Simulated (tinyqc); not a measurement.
Conductance of a narrow metal strip with scatterers (square lattice, Green functions): one step. Green function and transmission. Three cases, with inputs chosen for the exercise.

Problem. E - en + 2 t z_n = 2t (z_n - cos(kn a)). Invert, form |t_nm|^2 = (2t)^2 Im(z_n) Im(z_m) |G_nm|^2 and sum. The added resistance is 1/(2 (e^2/h) T) less the same for the clean strip.

A strip of W sites across with hard walls, site energy 0 and hopping -t. Mode n = 1 to W has profile chi_n(j) = sqrt(2/(W + 1)) sin(n j pi/(W + 1)) and energy en = -2t cos(n pi/(W + 1)); E = en - 2t cos(kn a). With z_n = exp(i kn a) (Im k > 0 for closed modes, |z| < 1) each lead gives the self-energy -t z_n in mode n. One column carries the site energies v, here one foreign atom. In the mode basis V_nm = sum_j chi_n(j) v_j chi_m(j), G = (E - en + 2 t z_n - V)^-1, and t_nm = 2t sqrt(sin(kn a) sin(km a)) G_nm in size for open modes. T = sum |t_nm|^2, conductance (2e^2/h) T.

Constants: e^2/h = 3.874045865e-05 S.

Case 1.

Values chosen (out of a larger set: hopping and spacing of the size met in Cu or Al; the lattice is a model; not measured data): t = 1.46 eV (hopping).

Modes:

| n | en (eV) | cos(k a) | z | dE/dk (eV angstrom) |
|---|---|---|---|---|
| 1 | -2.064752 | 0.1148110 | 0.1148110+0.9933874i | 7.802859 |
| 2 | 0.000000 | 0.8219178 | 0.8219178+0.5696061i | 4.474142 |
| 3 | 2.064752 | 1.5290246 | 0.3723413 | 0.000000 |

V (eV), lower triangle:
```
           n=1        n=2       n=3
n=1   1.175000
n=2  -1.661701   2.350000
n=3   1.175000  -1.661701  1.175000
```

Case 2.

Values chosen (out of a larger set: hopping and spacing of the size met in Cu or Al; the lattice is a model; not measured data): t = 1.91 eV (hopping).

Modes:

| n | en (eV) | cos(k a) | z | dE/dk (eV angstrom) |
|---|---|---|---|---|
| 1 | -3.090445 | -0.3404306 | -0.3404306+0.9402696i | 9.087330 |
| 2 | -1.180445 | 0.1595694 | 0.1595694+0.9871867i | 9.540765 |
| 3 | 1.180445 | 0.7776034 | 0.7776034+0.6287551i | 6.076667 |
| 4 | 3.090445 | 1.2776034 | 0.4824491 | 0.000000 |

V (eV), lower triangle:
```
           n=1        n=2        n=3        n=4
n=1  -0.976869
n=2   0.603738  -0.373131
n=3   0.603738  -0.373131  -0.373131
n=4  -0.976869   0.603738   0.603738  -0.976869
```

Case 3.

Values chosen (out of a larger set: hopping and spacing of the size met in Cu or Al; the lattice is a model; not measured data): t = 1.2 eV (hopping).

Modes:

| n | en (eV) | cos(k a) | z | dE/dk (eV angstrom) |
|---|---|---|---|---|
| 1 | -1.697056 | -1.1987734 | -0.5376700 | 0.000000 |
| 2 | 0.000000 | -0.4916667 | -0.4916667+0.8707835i | 6.039754 |
| 3 | 1.697056 | 0.2154401 | 0.2154401+0.9765171i | 6.773122 |

V (eV), lower triangle:
```
           n=1  n=2        n=3
n=1  -1.100000
n=2          0    0
n=3   1.100000    0  -1.100000
```

Give: G; |t_nm|^2; T; added resistance.

Solution.

Case 1.

G (1/eV):
```
                 n=1              n=2              n=3
n=1  -0.0368-0.2952i   0.0906-0.1223i   0.0426+0.0316i
n=2   0.0906-0.1223i  -0.2236-0.2997i  -0.1050-0.0778i
n=3   0.0426+0.0316i  -0.1050-0.0778i  -0.2690-0.0366i
```

|t_nm|^2, lower triangle:
```
        n=1     n=2  n=3
n=1  0.7445
n=2  0.1117  0.3868
n=3       0       0    0
```

T = 1.3547
added resistance = 3074 ohm

Mode 2 passes least (0.498) and mode 1 most (0.856); 16.5 % of the transmitted flux changes mode.

Case 2.

G (1/eV):
```
                 n=1              n=2              n=3              n=4
n=1   0.0697-0.2244i  -0.0410-0.0318i  -0.0644-0.0500i   0.0639-0.0824i
n=2  -0.0410-0.0318i   0.0241-0.2464i   0.0379+0.0294i  -0.0376+0.0485i
n=3  -0.0644-0.0500i   0.0379+0.0294i   0.0595-0.3702i  -0.0591+0.0762i
n=4   0.0639-0.0824i  -0.0376+0.0485i  -0.0591+0.0762i  -0.4267-0.0756i
```

|t_nm|^2, lower triangle:
```
        n=1     n=2     n=3  n=4
n=1  0.7120
n=2  0.0365  0.8720
n=3  0.0573  0.0209  0.8109
n=4       0       0       0    0
```

T = 2.6243
added resistance = 616 ohm

Mode 1 passes least (0.806) and mode 2 most (0.929); 8.7 % of the transmitted flux changes mode.

Case 3.

G (1/eV):
```
                n=1       n=2             n=3
n=1  0.3906-0.0664i    0.0000  0.0450-0.1622i
n=2          0.0000  -0.4785i          0.0000
n=3  0.0450-0.1622i    0.0000  0.1098-0.3962i
```

|t_nm|^2, lower triangle:
```
     n=1     n=2     n=3
n=1    0
n=2    0  1.0000
n=3    0       0  0.9286
```

T = 1.9286
added resistance = 239 ohm

Mode 3 passes least (0.929) and mode 2 most (1.000); 0.0 % of the transmitted flux changes mode.

Computed by tinyqc, one run a case: `OMP_NUM_THREADS=1 python tinyqc.py N N+1 out.jsonl` with N = 1480189, 1480993, 1481689; one thread of a shared Intel(R) Xeon(R) Processor @ 2.30GHz, about 0.01 s a run at most.
